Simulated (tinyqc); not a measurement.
CMOS inverter, nodal equation and switching: two steps of the calculation.

An n-channel pull-down (bn, VTn) and a p-channel pull-up (bp, VTp) share the input Vin and the output node Vout, which carries the load C. Transistor (EKV form, voltages against the body): I = 2 n b Vt^2 [F(vp - Vs) - F(vp - Vd)] from drain to source, F(v) = ln^2(1 + exp(v/(2 Vt))), vp = (Vg - VT + sg |Vd - Vs|)/n. n-channel bodies are at 0; for the p-channel device all voltages are counted down from Vdd. b in uA/V^2 gives I in uA. Static: In = Ip. Transient: C dVout/dt = Ip - In. No velocity saturation, no gate capacitance beyond C.

Parameters, values chosen for the exercise: temperature T = 273 K; supply voltage Vdd = 1.2 V; slope factor n = 1.39; drain-induced barrier lowering sg = 0.025; n-channel threshold VTn = 0.36 V; p-channel threshold (magnitude) VTp = 0.34 V; gain factor of the pull-down transistor bn = 420 uA/V^2; gain factor of the pull-up transistor bp = 420 uA/V^2; load capacitance C = 3.2 fF; input voltage Vin = 0.53 V.

Constants: q = 1.602176634e-19 C, kB = 1.380649e-23 J/K, Vt = kB T/q. Results are converted to the units shown.

Task 1. Output voltage by Newton steps. f = In - Ip at (Vin, Vout); G = df/dVout by a central difference with +/- 1e-6 V; Vout(new) = Vout - f/G.

Vout after iteration 1 = 3.8053307 V

Wanted: In; Ip; G; Vout after iteration 2.

Result 1.

In = 10.711 uA
Ip = -2413.7 uA
G = 1716.3 uS
Vout after iteration 2 = 2.3927 V

The value that enters this step is an overshoot, farther from the solution than the start was, so its intermediate quantities are not physical.

Task 2. Delays and energy. For a step input the delay to Vdd/2 is tHL = C times the integral of dV/(In - Ip) from Vdd/2 to Vdd at Vin = Vdd, and tLH likewise with Ip - In from 0 to Vdd/2 at Vin = 0. Energy drawn for one full cycle of the output: C Vdd^2. Leakage power: Vdd times the mean of the supply currents at Vin = 0 and Vdd.

Give: tHL; tLH; energy; leakage power.

Result 2.

tHL = 17.09 ps
tLH = 16.32 ps
energy = 4.608 fJ
leakage power = 0.04531 nW

tinyqc, about 0.03 s, one thread, Intel Xeon 2.30GHz (shared host): `OMP_NUM_THREADS=1 python tinyqc.py 2340008 2340009 out.jsonl`
